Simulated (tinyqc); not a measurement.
# Drift exponent from two reads

Inverse problem. Ra = R0 (t/t0)^nu. Find nu, R0 and Ra after ten years (3.15576e8 s).

Parameters, values chosen for the exercise:
- t0 = 0.001 s (reference time)

Ra at t = 0.01 and 3 s, both at 300 K (Mohm): 0.74022319  1.5449390

Answer. ln Ra is linear in ln t with slope nu.

nu = 0.129
R0 = 0.550 Mohm
Ra after ten years = 16.7 Mohm

Program tinyqc, `OMP_NUM_THREADS=1 python tinyqc.py 2880111 2880112 out.jsonl`; Intel Xeon 2.30GHz, shared host, one thread, about 0.01 s.
